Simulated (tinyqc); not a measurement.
Hubbard ring of 3 sites, step by step. One step of it, computed by the program tinyqc.

Question. The many-body Hamiltonian. Basis: all placements (u, d, 2, 0 on each site), up operators ordered before down ones; hops carry the sign of the same-spin electrons passed.

one-body matrix (hopping and site energies) (eV):
```
,1,2,3
1,0.230000,-1.470000,-1.470000
2,-1.470000,-0.260000,-1.470000
3,-1.470000,-1.470000,-0.360000
```

U = 7.700000 eV

electrons, up and down: 2  1

Give: H.

Answer.

H (eV):
```
,2u0,u20,uud,20u,udu,u02,duu,02u,0u2
2u0,7.9000,-1.4700,-1.4700,-1.4700,0.0000,0.0000,1.4700,0.0000,0.0000
u20,-1.4700,7.4100,-1.4700,0.0000,-1.4700,0.0000,0.0000,1.4700,0.0000
uud,-1.4700,-1.4700,-0.3900,0.0000,0.0000,-1.4700,0.0000,0.0000,1.4700
20u,-1.4700,0.0000,0.0000,7.8000,-1.4700,-1.4700,-1.4700,0.0000,0.0000
udu,0.0000,-1.4700,0.0000,-1.4700,-0.3900,-1.4700,0.0000,-1.4700,0.0000
u02,0.0000,0.0000,-1.4700,-1.4700,-1.4700,7.2100,0.0000,0.0000,-1.4700
duu,1.4700,0.0000,0.0000,-1.4700,0.0000,0.0000,-0.3900,-1.4700,-1.4700
02u,0.0000,1.4700,0.0000,0.0000,-1.4700,0.0000,-1.4700,6.8200,-1.4700
0u2,0.0000,0.0000,1.4700,0.0000,0.0000,-1.4700,-1.4700,-1.4700,6.7200
```
